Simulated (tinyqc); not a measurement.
Inside a calculation: polar nitride quantum well with polarisation fields. Values are carried at full precision from step to step, so a last printed digit may differ when a step is redone from the rounded ones.

Growth along [0001]. e_par = (a_sub - a)/a, Ppz = 2 e_par (e31 - e33 C13/C33), P = Psp + Ppz in each layer; strain relaxation and the strain shift of the gaps are left out, although thick layers with more than about 1 % mismatch would relax.

Constants: hbar^2/2m0 = 3.80998211 eV angstrom^2; hc = 1239.841984 eV nm.

Inputs chosen for the exercise (near those of an InGaN well in GaN; not measured data): a_w = 3.235 angstrom (lattice constant a, well); a_b = 3.189 angstrom (lattice constant a, barrier); a_sub = 3.189 angstrom (in-plane lattice constant of the stack); Psp_w = -0.0298 C/m^2 (spontaneous polarisation); Psp_b = -0.035 C/m^2 (spontaneous polarisation); e31_w = -0.337 C/m^2; e31_b = -0.348 C/m^2; e33_w = 0.716 C/m^2; e33_b = 0.699 C/m^2; C_w = 0.286 (C13/C33); C_b = 0.267 (C13/C33); Lw = 20 angstrom (well width); Lb = 85 angstrom (barrier width); eps_w = 10.7 (dielectric constant); eps_b = 10.4 (dielectric constant); Eg = 2.924 eV (gap of the well); Vc = 0.351 eV (conduction offset); Vv = 0.165 eV (valence offset); me = 0.183 m0 (electron, well); meb = 0.2 m0 (electron, barrier); mh = 1.39 m0 (hole, everywhere).

## Strain and polarisation

Give strain and polarisation of well and barrier; the bound sheet charge is |P_w - P_b|/e with e = 1.602176634e-19 C.

Layers:
```
layer       e_par  Ppz (C/m^2)  P (C/m^2)
well     -0.01422      0.01541   -0.01439
barrier   0.00000      0.00000   -0.03500
```

sheet charge = 1.286 x 1e13/cm^2

Of P_w - P_b = +0.0206 C/m^2 the piezoelectric part gives +0.0154 and the spontaneous part +0.0052.

## Built-in fields

In a periodic stack without free charge the potential drop over a period vanishes: F_w = (P_b - P_w) Lb/(eps0 (eps_w Lb + eps_b Lw)), F_b = -F_w Lw/Lb, eps0 = 8.8541878e-12 F/m; 1 MV/cm = 1e8 V/m = 0.01 V/angstrom.

Give both fields and the drop |F_w| Lw across the well.

F_w = -1.770 MV/cm
F_b = 0.417 MV/cm
drop = 0.354 eV

## Levels with and without the field

Envelope functions on cells of 0.25 angstrom over barrier, well, barrier (widths Lb, Lw, Lb), psi = 0 beyond, psi'/m continuous (mean mass between points), c = hbar^2/2m0. With u(z) the integral of e F (F_w in the well, F_b = -F_w Lw/Lb in the barriers, 1 MV/cm = 0.01 V/angstrom), zero at the centre of the well, the electron sees u plus Vc in the barriers and the hole -u plus Vv. The transition is Eg + E_e + E_h; excitons are left out.

Ground states of electron and hole, their centres, the squared overlap, the transition and its wavelength hc/E.

Results:
```
case            E_e (eV)  E_h (eV)  <z>_e  <z>_h  overlap^2  E (eV)     nm
no field          0.1478    0.0334    0.0    0.0      0.929  3.1052  399.3
built-in field    0.1142   -0.0357    5.4   -7.4      0.345  3.0025  412.9
```

The field shifts the line by -103 meV, pulls the carriers 12.9 angstrom apart and, with the rate proportional to overlap^2, lengthens the radiative lifetime by a factor 2.69.

## Estimate from two triangular wells

For a strong field: E = Eg - |e F_w| Lw + a0 (c (e F_w)^2)^(1/3) (me^(-1/3) + mh^(-1/3)), a0 = 2.338107, hard walls, c = hbar^2/2m0, 1 MV/cm = 0.01 V/angstrom.

electron term = 0.4369 eV
hole term = 0.2223 eV
E = 3.2291 eV

The electron term exceeds the drop across the well, so the electron still feels the far wall and the estimate is outside its range. Against the grid result 3.0025 eV the estimate errs by +227 meV: +146 from the electron and +81 from the hole, since hard walls stand in for offsets of 0.351 and 0.165 eV into which the carriers leak.

## Checks

- Electron level without field against the matching condition of the square well, eV: both 0.148.

Run: tinyqc, `OMP_NUM_THREADS=1 python tinyqc.py 1250738 1250739 out.jsonl`; Intel(R) Xeon(R) Processor @ 2.30GHz, one thread, shared host; about 0.05 s of CPU time with all checks.
